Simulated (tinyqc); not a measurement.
From one set of inputs to another, one input at a time: two-band model of a narrow-gap semiconductor with electrons and holes. Computed by tinyqc, a small Python program. Command: `OMP_NUM_THREADS=1 python tinyqc.py 3011367 3011368 out.jsonl bipolar ladder`. One thread of a shared host (Intel(R) Xeon(R) Processor @ 2.30GHz), about 0.5 s of CPU time with the checks.

Two parabolic bands with acoustic scattering (r = -1/2, a = 0), a gap that does not change with T, and fully ionised dopants. Melting is ignored, so values above the melting point are formal, and kappa_L does not change with T. eta_n = (E_F - E_c)/(k_B T), eta_p = -eta_n - E_g/(k_B T).

The inputs printed are set A. Set A is modelled on germanium; the values taken over come from a set modelled on InAs. Inputs not listed in the table keep their values of set A, so the rows need not describe a real material.

Inputs (values chosen for the exercise, modelled on germanium):
```
quantity                                value        unit
electron mass m_n                        0.55         m_0
hole mass m_p                            0.36         m_0
electron mobility parameter mu_300,n     3600  cm^2/(V s)
hole mobility parameter mu_300,p         1800  cm^2/(V s)
temperature exponent p                    1.5           -
band gap E_g                             0.64          eV
net doping N                          1.3e+18      1/cm^3
lattice thermal conductivity kappa_L       40     W/(m K)
temperature T                             290           K
```

Doping: n-type.

Constants: k_B = 8.617333262e-05 eV/K; m_0 = 9.1093837015e-31 kg; k_B = 1.380649e-23 J/K; hbar = 1.054571817e-34 J s; e = 1.602176634e-19 C.

Method:
- With x = E/(k_B T), a = alpha k_B T (0 for a parabolic band), G = x (1 + a x), D = 1 + 2 a x and <y> = int y f (1 - f) dx, f = 1/(1 + exp(x - eta)): tau = tau_0 G^r/D; transport function s = G^(3/2 + r)/D^2; n = N_0 <G^(3/2)> with N_0 = (2 m k_B T)^(3/2)/(3 pi^2 hbar^3).
- Integrals over x = E/(k_B T) use 160 Gauss-Legendre points in u = sqrt(x) from 0 to sqrt(max(eta, 0) + 32).
- Neutrality: n - p = N, with n = N_0(m_n) <x^(3/2)> at eta_n and p = N_0(m_p) <x^(3/2)> at eta_p.
- sigma = e mu_0 N_0 <s> with mu_0 = e tau_0/m = mu_300 (T/300 K)^(-p); |S| = (k_B/e)(<x s>/<s> - eta); Lorenz number L = (k_B/e)^2 (<x^2 s>/<s> - (<x s>/<s>)^2); kappa_e = L sigma T; zT = S^2 sigma T/(kappa_L + kappa_e).
- Hall factor r_H = <x^(3/2)> <x^(1/2)>/<s>^2.
- Both bands together (these totals replace the one-band zT): sigma = sigma_n + sigma_p; S = (sigma_p |S_p| - sigma_n |S_n|)/sigma; kappa_bip = (sigma_n sigma_p/sigma)(|S_n| + |S_p|)^2 T; kappa_e = (L_n sigma_n + L_p sigma_p) T; zT = S^2 sigma T/(kappa_L + kappa_e + kappa_bip); weak-field R_H = (r_p sigma_p^2/p - r_n sigma_n^2/n)/(e sigma^2), where the Hall factors r_n and r_p are <x^(3/2)> <x^(1/2)>/<s>^2.
- T_max maximises |S| of the majority sign between 150 and 1200 K; the Goldsmid-Sharp estimate is E_g = 2 e |S_max| T_max.

Each row keeps all changes above it:
```
input moved                                        from       to  conductivity sigma (S/cm)         zT  T_max (K)
set A                                                 -        -                      582.2  5.064e-02      722.4
net doping N (1/cm^3)                           1.3e+18  1.3e+17                       59.2  1.272e-02      515.5
band gap E_g (eV)                                  0.64     0.35                       59.4  1.266e-02      318.2
temperature T (K)                                   290      870                      450.9  2.179e-02      318.2
lattice thermal conductivity kappa_L (W/(m K))       40       17                      450.9  4.407e-02      318.2
hole mass m_p (m_0)                                0.36     0.41                      497.1  4.206e-02      313.8
electron mass m_n (m_0)                            0.55    0.023                       41.1  6.705e-05      465.5
hole mobility parameter mu_300,p (cm^2/(V s))      1800      400                       32.5  2.951e-03      530.6
```

Conductivity sigma goes from 582 to 32.5, a factor 0.0558 in all. The largest single move comes from electron mass m_n (a factor 0.0827), and temperature T works against it (a factor 7.59). zT goes from 0.0506 to 0.00295, a factor 0.0583 in all. The largest single move comes from electron mass m_n (a factor 0.00159), and hole mobility parameter mu_300,p works against it (a factor 44.0). T_max goes from 722 to 531, a factor 0.735 in all. The largest single move comes from band gap E_g (a factor 0.617), and electron mass m_n works against it (a factor 1.48). The single moves hold for this order of the switches; the total does not depend on the order.

Extremes, crossings and ranges named in words are read from the listed rows.
